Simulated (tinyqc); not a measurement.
One-sided p+-n junction, ionisation integral and breakdown: one step of the calculation.

A p+ layer at x < 0 and an n drift layer from x = 0. Depletion approximation, built-in voltage neglected. Local ionisation coefficients alpha_n = an exp(-(bn/E)^mx), alpha_p = ap exp(-(bp/E)^mx). Electrons move towards +x, holes towards x = 0.

Problem. Ionisation integrals by the trapezoid rule. G(x) = integral from 0 to x of (alpha_n - alpha_p); I_n = integral of alpha_n exp(-G) (electrons injected at x = 0), I_p = integral of alpha_p exp(G(end) - G) (holes injected at the far edge); M = 1/(1 - I). All integrals by the trapezoid rule on the grid.

x, point 0 to 12 (um): [0.0000000, 0.1936739, 0.3873478, 0.5810217, 0.7746957, 0.9683696, 1.1620435, 1.3557174, 1.5493913, 1.7430652, 1.9367391, 2.1304130, 2.3240870]
alpha_n, point 0 to 12 (1/cm): [12243.875, 10657.391, 9184.9769, 7829.2840, 6592.2087, 5474.7534, 4476.8854, 3597.3972, 2833.7763, 2182.0962, 1636.9411, 1191.3822, 837.02376]
alpha_p, point 0 to 12 (1/cm): [3566.2251, 2892.9166, 2311.9167, 1817.1731, 1402.0908, 1059.6107, 782.31337, 562.54501, 392.56672, 264.72157, 171.61402, 106.29230, 62.421485]

Wanted: G; alpha_n exp(-G); I_n; I_p; M_n; M_p.

Solution.

G, point 0 to 12: [0.00000, 0.15922, 0.30097, 0.42574, 0.53422, 0.62724, 0.70577, 0.77093, 0.82396, 0.86617, 0.89893, 0.92362, 0.94163]
alpha_n exp(-G), point 0 to 12 (in units of 1e4 1/cm): [1.2244, 0.9089, 0.6798, 0.5115, 0.3864, 0.2924, 0.2210, 0.1664, 0.1243, 0.0918, 0.0666, 0.0473, 0.0326]
I_n = 0.79888
I_p = 0.47627
M_n = 4.9722
M_p = 1.9094

Program tinyqc, `OMP_NUM_THREADS=1 python tinyqc.py 2120055 2120056 out.jsonl`; Intel Xeon 2.30GHz, shared host, one thread, about 0.04 s.
